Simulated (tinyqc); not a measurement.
Delay unit and parasitic delay from two ring oscillators.

Problem. A ring of 31 inverters oscillates at 1/(2 x 31 d), with stage delay d = tau (h + p) for fan-out h. Find tau, p and the delay at fan-out 4.

frequencies of 31-stage ring oscillators with fan-out 1 and 5 (GHz): 0.79244904  0.33832351

Answer. d is a straight line in h with slope tau and intercept tau p.

tau = 6.83 ps
p = 1.98
delay at fan-out 4 = 40.8 ps

Computed by the program tinyqc: `OMP_NUM_THREADS=1 python tinyqc.py 2082026 2082027 out.jsonl`, one thread of a shared Intel Xeon 2.30GHz, about 0.01 s for the whole run.
